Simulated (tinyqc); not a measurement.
Solubility, supersaturation, precipitation and gettering of an impurity in a silicon-like host. Changing the anneal temperature T. Computed by tinyqc, a small Python program. Command: `OMP_NUM_THREADS=1 python tinyqc.py 3030611 3030612 out.jsonl ripen sweep`. One thread of a shared host (Intel(R) Xeon(R) Processor @ 2.30GHz), about 0.01 s of CPU time with the checks.

The wafer was saturated at T1 and is then held at T.

Inputs (values chosen for the exercise, modelled on copper in silicon): site density N0 = 5e+22 1/cm^3; enthalpy of solution H = 1.48 eV; entropy of solution S = 2.6 k_B; diffusion prefactor D0 = 0.0049 cm^2/s; migration energy Q = 0.438 eV; temperature of saturation T1 = 1250 K; sink density n = 3.4e+07 1/cm^3; initial sink radius r0 = 99 nm; impurity density in the precipitate C_p = 3.2e+22 1/cm^3; interface energy gamma = 0.62 J/m^2; anneal time t = 2.1 s.

Constants: k_B = 8.617333262e-05 eV/K; k_B = 1.380649e-23 J/K.

Method:
- C_eq(T) = N0 exp(S/k_B - H/(k_B T)); D(T) = D0 exp(-Q/(k_B T)); C0 = C_eq(T1). Supersaturation s = C0/C_eq(T); critical radius r* = 2 gamma/(C_p k_B T ln s); barrier W* = (4 pi/3) gamma r*^2. Strain energy is left out.
- tau0 = 1/(4 pi n r0 D); C_fixed(t) = C_eq + (C0 - C_eq) exp(-t/tau0). If all excess precipitates, the final radius is r_f = [r0^3 + 3 (C0 - C_eq)/(4 pi n C_p)]^(1/3), with tau_f = 1/(4 pi n r_f D).
- Growing sinks: with y = r/r_f and y0 = r0/r_f, dy/dt = (1 - y^3)/(3 tau_f y), which integrates to t/tau_f = F(y) - F(y0), F(y) = (1/2) ln[(1 + y + y^2)/(1 - y)^2] - sqrt(3) arctan[(2y + 1)/sqrt(3)]; the share of the excess left is (1 - y^3)/(1 - y0^3), and C(t) = C_eq + (C0 - C_eq) x share.

One run for each value; columns: (1) anneal temperature T (K); (2) C(t) with growing sinks (1/cm^3); (3) tau_f (s); (4) supersaturation s; (5) critical radius r* (nm); (6) W*/(k_B T):
```
(1)         (2)    (3)        (4)    (5)   (6)
688   6.966e+17  14.21  7.487e+04  0.363    36
750   6.620e+17   7.72  9.507e+03  0.409    42
812   6.027e+17   4.60  1.655e+03  0.466    50
875   5.142e+17   2.93  3.609e+02  0.545    64
938   4.057e+17   1.99  9.656e+01  0.655    86
1000  3.027e+17   1.43  3.103e+01  0.817   126
1060  2.392e+17   1.09  1.174e+01  1.075   205
1120  2.489e+17   0.89  4.927e+00  1.571   415
1190  4.112e+17   0.79  1.999e+00  3.405  1832
```

Over the rows, C(t) with growing sinks (1/cm^3) goes from 6.97e17 through a minimum among these rows, 2.39e17 at 1060, to 4.11e17; tau_f (s) falls from 14.2 to 0.792 (exponent d ln y / d ln x -7.1 between the first rows and -1.9 between the last). When cold, diffusion is too slow for the time given; when hot, the solubility sets the floor.

Caution (rows 688): a critical radius of atomic size is outside the capillary model.

Extremes, crossings and ranges named in words are read from the listed rows.
